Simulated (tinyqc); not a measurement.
Exciton in an atomically thin sheet (Rytova-Keldysh potential): one step. Levels in the small basis. Four cases, with inputs chosen for the exercise.

Task: Solve (T + V) u = E S u; give the two lowest levels and the ground vector with u S u = 1 and its largest component positive.

Give: levels; ground vector.

Case 1.

S:
```
           1          2          3          4
1  1.0000000  0.7716224  0.4226617  0.2072543
2  0.7716224  1.0000000  0.7700443  0.4233764
3  0.4226617  0.7700443  1.0000000  0.7725373
4  0.2072543  0.4233764  0.7725373  1.0000000
```

T (eV):
```
           1          2          3          4
1  0.0248232  0.0313378  0.0200004  0.0101777
2  0.0313378  0.1115984  0.1407619  0.0900528
3  0.0200004  0.1407619  0.5049512  0.6377911
4  0.0101777  0.0900528  0.6377911  2.2616720
```

V (eV):
```
            1           2           3           4
1  -0.2556633  -0.2779127  -0.2268186  -0.1587897
2  -0.2779127  -0.4196041  -0.4302498  -0.3270318
3  -0.2268186  -0.4302498  -0.6335184  -0.6168580
4  -0.1587897  -0.3270318  -0.6168580  -0.8839462
```

Result:

levels (eV): -0.3214  -0.0845

ground vector: 0.152  0.723  0.184  0.021

Case 2.

S:
```
           1          2          3          4
1  1.0000000  0.7711931  0.4231721  0.2072899
2  0.7711931  1.0000000  0.7711279  0.4237793
3  0.4231721  0.7711279  1.0000000  0.7719700
4  0.2072899  0.4237793  0.7719700  1.0000000
```

T (eV):
```
           1          2          3          4
1  0.0205344  0.0259172  0.0165628  0.0084207
2  0.0259172  0.0924788  0.1167166  0.0746881
3  0.0165628  0.1167166  0.4165978  0.5260296
4  0.0084207  0.0746881  0.5260296  1.8702583
```

V (eV):
```
            1           2           3           4
1  -0.1221264  -0.1398797  -0.1229534  -0.0927456
2  -0.1398797  -0.2170513  -0.2352368  -0.1915062
3  -0.1229534  -0.2352368  -0.3549270  -0.3631869
4  -0.0927456  -0.1915062  -0.3631869  -0.5326134
```

Result:

levels (eV): -0.1351  0.0054

ground vector: 0.369  0.598  0.111  0.018

Case 3.

S:
```
           1          2          3          4
1  1.0000000  0.7712658  0.4233259  0.2071817
2  0.7712658  1.0000000  0.7712522  0.4235175
3  0.4233259  0.7712522  1.0000000  0.7715110
4  0.2071817  0.4235175  0.7715110  1.0000000
```

T (eV):
```
           1          2          3          4
1  0.0112427  0.0141904  0.0090712  0.0046080
2  0.0141904  0.0506175  0.0638883  0.0408573
3  0.0090712  0.0638883  0.2279061  0.2876992
4  0.0046080  0.0408573  0.2876992  1.0250686
```

V (eV):
```
            1           2           3           4
1  -0.1719909  -0.1786400  -0.1377452  -0.0913171
2  -0.1786400  -0.2640802  -0.2597628  -0.1879706
3  -0.1377452  -0.2597628  -0.3746943  -0.3521674
4  -0.0913171  -0.1879706  -0.3521674  -0.4978349
```

Result:

levels (eV): -0.2223  -0.0861

ground vector: 0.065  0.744  0.239  0.022

Case 4.

S:
```
           1          2          3          4
1  1.0000000  0.7716185  0.4229799  0.2073375
2  0.7716185  1.0000000  0.7704562  0.4235368
3  0.4229799  0.7704562  1.0000000  0.7723311
4  0.2073375  0.4235368  0.7723311  1.0000000
```

T (eV):
```
           1          2          3          4
1  0.0180100  0.0227364  0.0145207  0.0073872
2  0.0227364  0.0809693  0.1021523  0.0653593
3  0.0145207  0.1021523  0.3657494  0.4619164
4  0.0073872  0.0653593  0.4619164  1.6395662
```

V (eV):
```
            1           2           3           4
1  -0.4038741  -0.3996787  -0.2908663  -0.1835746
2  -0.3996787  -0.5777088  -0.5451819  -0.3771874
3  -0.2908663  -0.5451819  -0.7733925  -0.7042801
4  -0.1835746  -0.3771874  -0.7042801  -0.9809193
```

Result:

levels (eV): -0.5164  -0.2528

ground vector: 0.016  0.740  0.285  0.022

Computed by tinyqc, one run a case: `OMP_NUM_THREADS=1 python tinyqc.py N N+1 out.jsonl` with N = 1251739, 1251845, 1251868, 1252649; one thread of a shared Intel(R) Xeon(R) Processor @ 2.30GHz, about 0.04 s a run at most.
